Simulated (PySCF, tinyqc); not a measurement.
Inside a calculation. Method: CCSD on RHF in the sto-3g basis, for H3+, spin multiplicity 1. The lowest restricted solution is unstable here: a spin-polarised one lies 0.0001 hartree lower (PySCF). Computed by tinyqc, a small Python program that keeps every step (integrals from PySCF). Settings: charge = 1, multiplicity = 1, basis = sto-3g, method = RHF, energy threshold = 1e-10, iteration cap = 89, orthogonalisation = canonical, start = Wolfsberg-Helmholz matrix, DIIS depth = 6, amplitude equations = CCSD, DIIS depth for amplitudes = 4, cap on updates = 80. Command: `OMP_NUM_THREADS=1 python tinyqc.py 27580 27581 out.jsonl` (the two numbers bound the seeds that draw the settings). One thread of a shared host (Intel(R) Xeon(R) Processor @ 2.60GHz), about 0.2 s of CPU time with the checks. The early iterations of the SCF are left out here.

## One-electron integrals

Geometry (angstrom):
```
atom         x         y          z
H     0.000000  0.000000   0.000000
H     0.000000  0.000000   1.031000
H     0.000000  0.000000  -1.031000
```

Basis sto-3g: exponents (1/bohr^2) and contraction coefficients of normalised primitives:
```
element  l (shell)  exponent  coefficient
H            s (1)  3.425251     0.154329
H            s (1)  0.623914     0.535328
H            s (1)  0.168855     0.444635
```

Overlap, kinetic and nuclear-attraction integrals over the contracted functions; the nuclear repulsion is the sum of Za Zb / Rab.

nuclear repulsion = 1.28316491 hartree

overlap S, order 1H 1s, 2H 1s, 3H 1s:
```
[[1.000000, 0.478408, 0.478408],
 [0.478408, 1.000000, 0.107590],
 [0.478408, 0.107590, 1.000000]]
```

kinetic energy T (hartree), order 1H 1s, 2H 1s, 3H 1s:
```
[[0.760032, 0.100211, 0.100211],
 [0.100211, 0.760032, -0.010735],
 [0.100211, -0.010735, 0.760032]]
```

nuclear attraction V (hartree), order 1H 1s, 2H 1s, 3H 1s:
```
[[-2.225218, -0.920764, -0.920764],
 [-0.920764, -1.982479, -0.191793],
 [-0.920764, -0.191793, -1.982479]]
```

core Hamiltonian H = T + V (hartree), order 1H 1s, 2H 1s, 3H 1s:
```
[[-1.465186, -0.820553, -0.820553],
 [-0.820553, -1.222448, -0.202528],
 [-0.820553, -0.202528, -1.222448]]
```

## Two-electron integrals

Functions are numbered as in S; the eight-fold symmetry (ij|kl) = (ji|kl) = (kl|ij) leaves the list below.

Two-electron integrals (ij|kl) in chemists' order, unique and non-zero (hartree):
```
(11|11) 0.774606   (21|11) 0.295218   (21|21) 0.145437   (22|11) 0.468060
(22|21) 0.295218   (22|22) 0.774606   (31|11) 0.295218   (31|21) 0.105024
(31|22) 0.162789   (31|31) 0.145437   (32|11) 0.063257   (32|21) 0.027110
(32|22) 0.049595   (32|31) 0.027110   (32|32) 0.005910   (33|11) 0.468060
(33|21) 0.162789   (33|22) 0.255946   (33|31) 0.295218   (33|32) 0.049595
(33|33) 0.774606
```

## Orthogonalisation

S = U s U^T; canonical form X = U s^(-1/2), so that X^T S X = 1. Each column of U has its largest component positive (the first on a tie).

eigenvalues of S: [0.375089, 0.892410, 1.732501]

X, order 1H 1s, 2H 1s, 3H 1s:
```
[[1.199447, 0.000000, 0.515486],
 [-0.783378, 0.748519, 0.394636],
 [-0.783378, -0.748519, 0.394636]]
```

## Iteration 4 (converged): orbitals

converged F (hartree), order 1H 1s, 2H 1s, 3H 1s:
```
[[-0.763046, -0.612729, -0.612729],
 [-0.612729, -0.543140, -0.245203],
 [-0.612729, -0.245203, -0.543140]]
```

Diagonalise F' = X^T F X, C = X C', fill 1 alpha and 1 beta electrons from the bottom; D = 2 C_occ C_occ^T. Each column has its largest component positive (the first on a tie).

F' = X^T F X (hartree):
```
[[0.237575, 0.000000, -0.069558],
 [0.000000, -0.333856, 0.000000],
 [-0.069558, 0.000000, -0.946898]]
```

orbital energies (hartree): [-0.950969, -0.333856, 0.241646]

coefficients C, order 1H 1s, 2H 1s, 3H 1s:
```
[[0.584682, 0.000000, 1.167281],
 [0.348194, 0.748519, -0.805096],
 [0.348194, -0.748519, -0.805096]]
```

D after iteration 4, order 1H 1s, 2H 1s, 3H 1s:
```
[[0.683706, 0.407165, 0.407165],
 [0.407165, 0.242477, 0.242477],
 [0.407165, 0.242477, 0.242477]]
```

## Convergence

Stop when the energy changes by less than 1e-10 hartree and every element of the error matrix X^T (F D S - S D F) X is below 3e-06.

Course of the cycle:
```
iteration  E (hartree)     change  largest element of the error matrix
1          -1.18163826          -                             3.98e-02
2          -1.18239311  -7.55e-04                             5.34e-03
3          -1.18240691  -1.38e-05                             1.85e-06
4          -1.18240691  -1.36e-12                             7.83e-07
```

PySCF RHF in the same basis = -1.18240691 hartree

Converged in 4 iterations.

## Integrals over molecular orbitals

(pq|rs) = sum C_ip C_jq C_kr C_ls (ij|kl), one index at a time.

one-electron integrals over orbitals h = C^T H C (hartree):
```
[[-1.514603, 0.000000, -0.095549],
 [0.000000, -1.142882, 0.000000],
 [-0.095549, 0.000000, -0.759126]]
```

Two-electron integrals over orbitals (pq|rs), unique and non-zero (hartree):
```
(11|11) 0.563635    (21|21) 0.146365    (22|11) 0.477696    (22|22) 0.529881
(31|11) 0.095549    (31|22) -0.039516   (31|31) 0.136386    (32|21) -0.141557
(32|32) 0.159505    (33|11) 0.568579    (33|22) 0.507555    (33|31) 0.082125
(33|33) 0.606922
```

## CCSD: starting amplitudes

t_ij^ab = <ij||ab> / (e_i + e_j - e_a - e_b), whose energy is MP2.

Starting amplitudes (spin orbitals 1a, 1b, ...; amplitudes related by a flip of all spins are not repeated):
```
from      to          t
1a 1b  2a 2b  -0.118588
1a 1b  3a 3b  -0.057180
```

correlation energy = -0.02515568 hartree

## CCSD: amplitude update 1

t_i^a D_i^a and t_ij^ab D_ij^ab are set to the remaining terms of the spin-orbital equations, evaluated with the old amplitudes; for the doubles these are <ij||ab> + 1/2 <ab||ef> t_ij^ef + 1/2 <mn||ij> t_mn^ab + P(ij)P(ab) <mb||ej> t_im^ae + terms in t^2 + terms with t1, D the orbital-energy denominators.

Amplitudes after update 1 (spin orbitals 1a, 1b, ...; amplitudes related by a flip of all spins are not repeated):
```
from      to          t
1a 1b  2a 2b  -0.159181
1a 1b  3a 3b  -0.068567
1a        3a  -0.014719
```

correlation energy = -0.03262054 hartree

## CCSD: convergence

E_corr = 1/4 sum <ij||ab> t_ij^ab + 1/2 sum <ij||ab> t_i^a t_j^b; stop when the norm of the change is below 1e-8.

Course of the amplitude iterations:
```
update  correlation energy (hartree)  norm of the change
0                        -0.02515568                   -
1                        -0.03262054            8.69e-02
2                        -0.03530831            3.68e-02
3                        -0.03738598            1.75e-02
4                        -0.03738619            1.70e-03
5                        -0.03738045            5.14e-05
6                        -0.03738009            3.61e-06
7                        -0.03738009            4.93e-09
```

Converged amplitudes (spin orbitals 1a, 1b, ...; amplitudes related by a flip of all spins are not repeated):
```
from      to          t
1a 1b  2a 2b  -0.193099
1a 1b  3a 3b  -0.067762
1a        3a  -0.030221
```

CCSD total energy = -1.21978700 hartree

T1 diagnostic, norm of the one-spin t1 over sqrt(correlated electrons) = 0.021369

Converged in 7 updates, with DIIS from the third.
